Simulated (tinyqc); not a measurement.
Kissinger analysis: growth of a silicide layer between metal and silicon: linear-parabolic kinetics, ramp anneals and Kissinger analysis. Computed by tinyqc, a small Python program. Command: `OMP_NUM_THREADS=1 python tinyqc.py 3022893 3022894 out.jsonl silicide walk`. One thread of a shared host (Intel(R) Xeon(R) Processor @ 2.30GHz), about 0.2 s of CPU time with the checks.

One compound layer of thickness x grows by diffusion through itself and reaction at an interface, dx/dt = 1/(2x/K + 1/v), until the metal is used up at x = a h.

Inputs (values chosen for the exercise, modelled on CoSi):

| quantity | value | unit |
|---|---|---|
| metal thickness h | 21 | nm |
| silicide formed per metal thickness a | 2.02 | - |
| prefactor of the parabolic constant K | 4.4e+14 | nm^2/s |
| activation energy E of K | 1.96 | eV |
| prefactor of the interface velocity v | 2.7e+14 | nm/s |
| activation energy E_v | 2.16 | eV |

Constants: k_B = 8.617333262e-05 eV/K.

Method:
- The silicide ends at the thickness a h.
- K = K0 exp(-E/(k_B T)), v = v0 exp(-E_v/(k_B T)).
- Temperatures in kelvin are T(C) + 273.15.
- Ramp from x = 0 at 100 C at the rate beta: dx/dT = (1/beta)/(2x/K + 1/v), integrated adaptively (tolerance 1e-9) until x = a h at T_f.
- Plot ln(beta/T_f^2) against 1/(k_B T_f), T_f in kelvin; minus the least-squares slope estimates the activation energy.

final thickness = 42.42 nm

Ramps:

| beta (C/s) | T_f (C) | 1/(k_B T_f) (1/eV) | ln(beta/T_f^2) |
|---|---|---|---|
| 0.03 | 437.39 | 16.332 | -16.639 |
| 0.1 | 462.22 | 15.781 | -15.503 |
| 0.3 | 486.46 | 15.277 | -14.470 |
| 1 | 514.94 | 14.725 | -13.339 |
| 3 | 542.86 | 14.221 | -12.310 |
| 10 | 575.82 | 13.669 | -11.185 |
| 30 | 608.31 | 13.165 | -10.162 |

Kissinger energy = 2.0450 eV

A thousandfold faster ramp raises the completion temperature by only 171 C. The fit gives 2.045 eV, against E = 1.96 eV for diffusion and E_v = 2.16 eV for the interface: it lies 43 % of the way from E to E_v, as both steps resist. Caution: nucleation and competing phases are left out; disilicides such as CoSi2 and the low-resistance form of TiSi2 start by nucleation and follow this law at best in part.

Extremes, crossings and ranges named in words are read from the listed rows.
